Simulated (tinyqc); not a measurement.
# Poole-Frenkel parameters from three currents

Problem. Poole-Frenkel conduction in an insulator follows J = s0 F exp[-(pt - sqrt(q F/(pi eps0 ei)))/Vt], Vt = kB T/q, F in V/cm. Find ei, pt and s0.

Constants: q = 1.602176634e-19 C, kB = 1.380649e-23 J/K, eps0 = 8.8541878128e-14 F/cm where lengths are in cm. Results are converted to the units shown.

J at (1.12 MV/cm, 325 K), (4.5 MV/cm, 325 K) and (4.5 MV/cm, 375 K) (A/cm^2): [1.4897830e-6, 11.170534, 79.800291]

Solution. The two fields give the lowering coefficient and so ei; the two temperatures give the lowered barrier, to which the lowering is added back.

ei = 3.980
pt = 1.220 eV
s0 = 6.300 S/cm

Numbers from tinyqc (`OMP_NUM_THREADS=1 python tinyqc.py 2370020 2370021 out.jsonl`; about 0.01 s on one thread of a shared Intel Xeon 2.30GHz).
